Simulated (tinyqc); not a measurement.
Hueckel theory of the pi electrons, for the molecule BC(C=CN=C)=CC=C (SMILES; centres numbered as the heavy atoms are written), step by step. One step of it, computed by the program tinyqc.

Problem. Orbitals. Diagonalise; E = alpha + x beta with beta < 0, so the largest x are filled first; degenerate levels share their electrons. P = sum n_i c_ri c_si; each orbital has its largest coefficient positive (the first on a tie).

Hueckel matrix in units of beta (H = alpha + beta A):
```
           1B        2C        3C        4C        5N        6C        7C        8C
1B  -1.130000  0.750000  0.000000  0.000000  0.000000  0.000000  0.000000  0.000000
2C   0.750000  0.000000  1.000000  0.000000  0.000000  0.000000  1.000000  0.000000
3C   0.000000  1.000000  0.000000  1.000000  0.000000  0.000000  0.000000  0.000000
4C   0.000000  0.000000  1.000000  0.000000  1.000000  0.000000  0.000000  0.000000
5N   0.000000  0.000000  0.000000  1.000000  0.460000  1.000000  0.000000  0.000000
6C   0.000000  0.000000  0.000000  0.000000  1.000000  0.000000  0.000000  0.000000
7C   0.000000  1.000000  0.000000  0.000000  0.000000  0.000000  0.000000  1.000000
8C   0.000000  0.000000  0.000000  0.000000  0.000000  0.000000  1.000000  0.000000
9C   0.000000  0.000000  0.000000  0.000000  0.000000  0.000000  0.000000  1.000000

          9C
1B  0.000000
2C  0.000000
3C  0.000000
4C  0.000000
5N  0.000000
6C  0.000000
7C  0.000000
8C  1.000000
9C  0.000000
```

pi electrons, sum of z_r less the charge = 8

Give: x values; occupations; coefficients; charge and bond-order matrix P.

Solution.

x values: 1.979  1.655  1.105  0.395  -0.280  -0.733  -1.296  -1.451  -2.044

occupations: 2.000  2.000  2.000  2.000  0.000  0.000  0.000  0.000  0.000

coefficients:
```
      MO1     MO2     MO3     MO4     MO5     MO6     MO7     MO8
1B  0.103  -0.085  -0.129  -0.152   0.244  -0.475   0.662   0.101
2C  0.429  -0.317  -0.384  -0.310   0.277  -0.252  -0.147  -0.043
3C  0.441  -0.011  -0.425   0.350   0.213   0.433  -0.065  -0.327
4C  0.445   0.299  -0.086   0.448  -0.337  -0.066   0.231   0.517
5N  0.439   0.506   0.330  -0.173  -0.119  -0.384  -0.234  -0.423
6C  0.222   0.306   0.299  -0.437   0.425   0.524   0.181   0.292
7C  0.330  -0.450   0.098  -0.358  -0.474   0.108  -0.241   0.314
8C  0.224  -0.428   0.492   0.168  -0.144   0.172   0.460  -0.412
9C  0.113  -0.259   0.445   0.425   0.514  -0.235  -0.354   0.284

       MO9
1B  -0.456
2C   0.556
3C  -0.398
4C   0.257
5N  -0.128
6C   0.062
7C  -0.397
8C   0.255
9C  -0.125
```

charge and bond-order matrix P:
```
        1B      2C      3C      4C      5N      6C      7C      8C
1B   0.115   0.336   0.096  -0.073  -0.028   0.050   0.229  -0.058
2C   0.336   1.055   0.495  -0.020  -0.091   0.037   0.715  -0.018
3C   0.096   0.495   0.996   0.773  -0.025  -0.371  -0.034  -0.094
4C  -0.073  -0.020   0.773   0.991   0.481  -0.063  -0.314   0.008
5N  -0.028  -0.091  -0.025   0.481   1.175   0.852   0.022   0.030
6C   0.050   0.037  -0.371  -0.063   0.852   0.846   0.243  -0.015
7C   0.229   0.715  -0.034  -0.314   0.022   0.243   0.899   0.509
8C  -0.058  -0.018  -0.094   0.008   0.030  -0.015   0.509   1.007
9C  -0.176  -0.344   0.024   0.250  -0.015  -0.213   0.090   0.853

        9C
1B  -0.176
2C  -0.344
3C   0.024
4C   0.250
5N  -0.015
6C  -0.213
7C   0.090
8C   0.853
9C   0.917
```
